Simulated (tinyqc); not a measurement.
Longitudinal sound in a periodic multilayer: transfer matrices, stop bands and folded phonons: one step, computed by the program tinyqc. Command: `OMP_NUM_THREADS=1 python tinyqc.py 3013783 3013784 out.jsonl multilayer walk`. One thread of a shared host (Intel(R) Xeon(R) Processor @ 2.30GHz), about 0.01 s of CPU time with the checks.

Layers 1 and 2 repeat with period d = d_1 + d_2; waves travel normal to the layers, without loss. State vector (u, s): displacement u and stress divided by omega. Impedances Z = rho v are in 1e6 kg/(m^2 s).

Question. Transmission through N periods. A layer maps (u, s) by [[cos p, sin p/Z], [-Z sin p, cos p]], p = 2 pi f d_i/v_i; one period is M = M_2 M_1, and cos(q d) = trace(M)/2. For N periods A = M^N. A wave comes from a thick layer of material 1 and leaves into the substrate (Z_s): transmitted power T = 4 Z_1 Z_s/|Z_1 A_22 + Z_s A_11 - i (Z_1 Z_s A_12 - A_21)|^2, reflected power R = 1 - T.

Inputs (values chosen for the exercise, modelled on silica (layer 1), aluminium nitride (layer 2) and silicon (substrate)):
```
quantity       value  unit
velocity v_1    5900   m/s
thickness d_1   5.42    nm
velocity v_2   11100   m/s
thickness d_2   9.99    nm
periods N          8     -
frequency f      189   GHz
```

M:
```
             1           2
1  -0.05588778  0.04363757
2    -20.41546   -1.952466
```

Z_2 = 36.63

Z_1 = 13.098

Z of the substrate = 19.481

Give: A = M^N; transmitted power T; T in decibel.

Answer.

A = M^N:
```
        1        2
1  -6.989  -0.3805
2   178.0    9.548
```

transmitted power T = 0.01346

T in decibel = -18.71 dB
